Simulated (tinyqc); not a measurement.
Electromigration in a confined line: Blech product, Korhonen stress evolution and Black's law: one step, computed by the program tinyqc.

The electron wind pushes atoms from the cathode (x = 0) to the anode (x = L); blocking ends build a back stress (tension positive). The input rho is taken not to change with temperature. d sigma/dt = d/dx [kappa (d sigma/dx + G)], with zero flux at both ends and sigma = sigma_0 at t = 0.

Question. Series terms at the cathode. sigma(x, t) = sigma_0 + G L [1/2 - x/L - 4 sum_(m odd) cos(m pi x/L) exp(-m^2 pi^2 s)/(m pi)^2], s = t/tau, summed to m = 399. The terms at x = 0 are 4 exp(-m^2 pi^2 s)/(m pi)^2; tau = L^2/kappa.

Inputs (values chosen for the exercise, close to those used for aluminium lines):
```
quantity                            value  unit
initial stress sigma_0                100   MPa
line length L                          64    um
test temperature T                    290     C
time as a fraction of L^2/kappa, s  0.011     -
```

Start: thermal stress.

stress gradient G = 40.71073 MPa/um

tau = 0.3441498 h

Give: terms for m = 1, 3, 5, 7; cathode stress at time s; time t.

Answer.

terms for m = 1, 3, 5, 7: 0.3636  0.01695  0.001074  4.048e-05

cathode stress at time s = 408.3 MPa

time t = 0.003786 h
